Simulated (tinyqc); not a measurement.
# Free and trapped electrons in a MOS channel with a dense trap tail: effects of single changes

p-type body, charge-sheet picture, full ionisation (an idealisation for deep acceptors), Boltzmann statistics for free electrons. e = Ec - EF at the surface. Acceptor-like traps of density D(E) = D0 + De exp(-E/Ew) at depth E below Ec, from 0 to Eu, hold n_t = integral of D(E)/(1 + exp((e - E)/Vt)). psi = Eg - Vt ln(Nv/Na) - e; N_dep = sqrt(2 eps0 eps_r Na (psi - Vt)/q); n_f = sqrt(N_dep^2 + 2 eps0 eps_r Vt Nc exp(-e/Vt)/q) - N_dep; Vg = Vfb + psi + q (N_dep + n_t + n_f)/Cox, Cox = eps0 eox/tox.

Inputs (values chosen for the exercise); band and dielectric values close to those of 4H silicon carbide: temperature T = 400 K; band gap Eg = 3.24 eV; relative permittivity eps_r = 9.53; conduction-band density of states at T Nc = 2.6e19 cm^-3; valence-band density of states at T Nv = 3.82e19 cm^-3; relative permittivity of the insulator eox = 3.9; insulator thickness tox = 40 nm; acceptor density Na = 4.4e15 cm^-3; flat-band voltage without trapped charge Vfb = -2.14 V; constant background density of acceptor-like traps D0 = 2.3e10 cm^-2 eV^-1; density of the tail at the conduction edge De = 6e13 cm^-2 eV^-1; decay energy of the tail Ew = 0.06 eV; depth below Ec down to which the traps reach Eu = 0.76 eV; mobility of free electrons mf = 77 cm^2/(V s).

Constants: q = 1.602176634e-19 C, kB = 1.380649e-23 J/K, Vt = kB T/q, eps0 = 8.8541878128e-14 F/cm where lengths are in cm. Results are converted to the units shown.

Each table varies one quantity; the others keep the values above.

## Free and trapped charge against gate voltage

Free share n_f/(n_f + n_t); swing ln 10 n_f/(dn_f/dVg); field-effect mobility mf q (dn_f/dVg)/Cox, for a constant mf; oxide field q (N_dep + n_t + n_f)/(eps0 eox).

Results:

| Vg (V) | e (eV) | n_f (cm^-2) | n_t (cm^-2) | free share (%) | swing (mV/decade) | field-effect mobility (cm^2/(V s)) | oxide field (MV/cm) |
|---|---|---|---|---|---|---|---|
| 0.8 | 0.5998 | 4.011e5 | 3.984e9 | 0.01007 | 94.65 | 0.001394 | 0.1531 |
| 2.5 | 0.1496 | 1.437e11 | 5.031e11 | 22.22 | 1998 | 23.67 | 0.4655 |
| 3.3 | 0.1200 | 2.891e11 | 7.709e11 | 27.27 | 3414 | 27.86 | 0.6581 |
| 4.1 | 0.09916 | 4.533e11 | 1.025e12 | 30.66 | 4860 | 30.69 | 0.8529 |
| 5 | 0.08092 | 6.552e11 | 1.297e12 | 33.56 | 6453 | 33.41 | 1.073 |
| 5.8 | 0.06743 | 8.488e11 | 1.526e12 | 35.74 | 7805 | 35.79 | 1.270 |
| 6.6 | 0.05560 | 1.056e12 | 1.743e12 | 37.72 | 9085 | 38.25 | 1.467 |
| 7.4 | 0.04498 | 1.277e12 | 1.947e12 | 39.62 | 1.029e4 | 40.84 | 1.664 |

Estimate the missing row, Vg = 1.7 V.

Computed row:

| Vg (V) | e (eV) | n_f (cm^-2) | n_t (cm^-2) | free share (%) | swing (mV/decade) | field-effect mobility (cm^2/(V s)) | oxide field (MV/cm) |
|---|---|---|---|---|---|---|---|
| 1.7 | 0.2057 | 3.272e10 | 2.169e11 | 13.10 | 740.0 | 14.55 | 0.2796 |

With this row back in the table: n_f reaches 1e11 cm^-2 at Vg = 2.22 V, against 1.47 V without traps. The free share rises from 0.0101 to 39.6 % and the field-effect mobility rises from 0.00139 to 40.8 cm^2/(V s), although mf = 77 is constant: in the last row 53.0 % of Cox dVg goes into free electrons. The swing in the first row is 94.7 mV a decade (Vt ln 10 = 79.4). For Vg = 5.8, 6.6, 7.4 EF lies less than 2 Vt below the band edge, or above it, where degeneracy and confinement, left out, matter.

## Effect of the decay energy of the tail

VT is the Vg for n_f = 1e11 cm^-2; swing ln 10 n_f/(dn_f/dVg) at n_f = 1e8 cm^-2; the last three columns are for Vg = VT + 3.2 V, with free share n_f/(n_f + n_t) and field-effect mobility mf q (dn_f/dVg)/Cox; there EF is near the band edge, where Boltzmann statistics are rough.

Effect of the decay energy of the tail:

| Ew (eV) | e at VT (eV) | VT (V) | q n_t/Cox at VT (V) | swing (mV/decade) | n_f (cm^-2) | free share (%) | field-effect mobility (cm^2/(V s)) |
|---|---|---|---|---|---|---|---|
| 0.03 | 0.1640 | 1.603 | 0.1341 | 94.25 | 1.160e12 | 63.48 | 50.30 |
| 0.05 | 0.1640 | 1.937 | 0.4678 | 100.3 | 8.634e11 | 42.79 | 38.98 |
| 0.07 | 0.1640 | 2.589 | 1.120 | 134.2 | 6.709e11 | 28.23 | 31.06 |
| 0.09 | 0.1640 | 3.529 | 2.060 | 216.8 | 5.492e11 | 19.01 | 25.53 |
| 0.11 | 0.1640 | 4.695 | 3.226 | 351.1 | 4.702e11 | 13.35 | 21.63 |
| 0.13 | 0.1640 | 6.025 | 4.556 | 527.5 | 4.168e11 | 9.825 | 18.82 |
| 0.15 | 0.1640 | 7.463 | 5.994 | 733.5 | 3.791e11 | 7.553 | 16.74 |
| 0.17 | 0.1640 | 8.965 | 7.496 | 957.5 | 3.516e11 | 6.029 | 15.17 |

As Ew goes from 0.03 to 0.17, VT rises from 1.60 to 8.96 V, its part due to traps rises from 0.134 to 7.50 V, the swing rises from 94.2 to 958 mV/decade and the field-effect mobility falls from 50.3 to 15.2 cm^2/(V s).

Program tinyqc, `OMP_NUM_THREADS=1 python tinyqc.py 2222203 2222204 out.jsonl`; Intel Xeon 2.30GHz, shared host, one thread, about 0.02 s.
